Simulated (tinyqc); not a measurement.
## Gate voltage for a given inversion charge

Inverse problem. p-type body, charge-sheet picture, depletion and inversion only, full ionisation (an idealisation for deep acceptors), Boltzmann statistics (rough once Na exp(x - xn) passes about Nc/7). In units of Vt: xg = (Vg - Vfb)/Vt, x = psi/Vt, G = gamma/sqrt(Vt), xn = (2 phiF + Vc)/Vt. The implicit equation is (xg - x)^2 = G^2 [x - 1 + exp(x - xn)] for x above about 3. Cox = eps0 eox/tox. ni = sqrt(Nc Nv) exp(-Eg/(2 Vt)), Eg in volts; phiF = Vt ln(Na/ni); gamma = sqrt(2 q eps0 eps_r Na)/Cox. N_inv = (Cox Vt G/q) [sqrt(x - 1 + exp(x - xn)) - sqrt(x - 1)]. Find x - xn, psi and Vg.

Inputs (values chosen for the exercise); band and dielectric values close to those of silicon: temperature T = 300 K; band gap Eg = 1.13 eV; relative permittivity eps_r = 11.8; conduction-band density of states at T Nc = 2.85e19 cm^-3; valence-band density of states at T Nv = 2.7e19 cm^-3; relative permittivity of the gate insulator (close to zirconium oxide) eox = 25.6; insulator thickness tox = 72 nm; acceptor density Na = 9.8e17 cm^-3; flat-band voltage Vfb = -0.36 V; channel-body voltage Vc = 0.2 V.

Constants: q = 1.602176634e-19 C, kB = 1.380649e-23 J/K, Vt = kB T/q, eps0 = 8.8541878128e-14 F/cm where lengths are in cm. Results are converted to the units shown.

N_inv = 2e10 cm^-2

Solution. N_inv rises steadily with x, so it fixes x; the implicit equation then gives xg directly.

x - xn = -0.7822
psi = 1.137 V
Vg = 2.705 V

Computed by the program tinyqc: `OMP_NUM_THREADS=1 python tinyqc.py 2122172 2122173 out.jsonl`, one thread of a shared Intel Xeon 2.30GHz, about 0.01 s for the whole run.
